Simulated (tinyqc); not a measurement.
All-pass ring resonator: two steps of the calculation.

A ring of length L = 2 pi Rr coupled to one bus waveguide: round-trip amplitude a = 10^(-al L/20), self-coupling t = sqrt(1 - k2). At detuning d from the resonance the round-trip phase is p = 2 pi d/FSR and the transmission T = (a^2 - 2 a t cos p + t^2)/(1 - 2 a t cos p + a^2 t^2). Lossless coupler, linear absorption only.

Inputs (values chosen for the exercise); values close to those of silicon waveguides:
```
symbol    value   unit                                     meaning
lam        1550     nm                   cold resonance wavelength
Rr           15     um                                 ring radius
ng         4.18                                        group index
al           10  dB/cm                            propagation loss
k2        0.032                                     power coupling
dT      0.00019    1/K  thermo-optic change of the effective index
Rt          7.4   K/mW                          thermal resistance
fa         0.51              share of the loss that heats the ring
Pin        0.14     mW                                 input power
dl           16     pm      laser detuning from the cold resonance
```

Constants: c = 299792458 m/s. Results are converted to the units shown.

Problem 1. Resonance parameters. FSR = lam^2/(ng L), finesse F = pi sqrt(a t)/(1 - a t), FWHM = FSR/F, Q = lam/FWHM, Tmin = (a - t)^2/(1 - a t)^2, power build-up k2 a^2/(1 - a t)^2, optical bandwidth c/(lam Q).

Find: a; t; FSR; F; FWHM; Q; Tmin; build-up; bandwidth.

Solution 1.

a = 0.9892
t = 0.9839
FSR = 6.098 nm
F = 115.9
FWHM = 52.63 pm
Q = 2.945e4
Tmin = -14.00 dB
build-up = 43.77
bandwidth = 6.568 GHz

The ring is overcoupled; critical coupling needs k2 = 1 - a^2 = 0.0215.

Problem 2. Thermal shift of the resonance. T is the transmission at d = dl - s, p = 2 pi d/FSR; out = (lam dT/ng) Rt fa (1 - T) Pin; s(new) = s + 0.5 (out - s).

s at the start = 0 pm
a = 0.98920798
t = 0.98386991
FSR = 6.0984011 nm

Give: d; T; out; s after iteration 1.

Solution 2.

d = 16.00 pm
T = 0.2990
out = 26.10 pm
s after iteration 1 = 13.05 pm

tinyqc, about 0.01 s, one thread, Intel Xeon 2.30GHz (shared host): `OMP_NUM_THREADS=1 python tinyqc.py 2650034 2650035 out.jsonl`
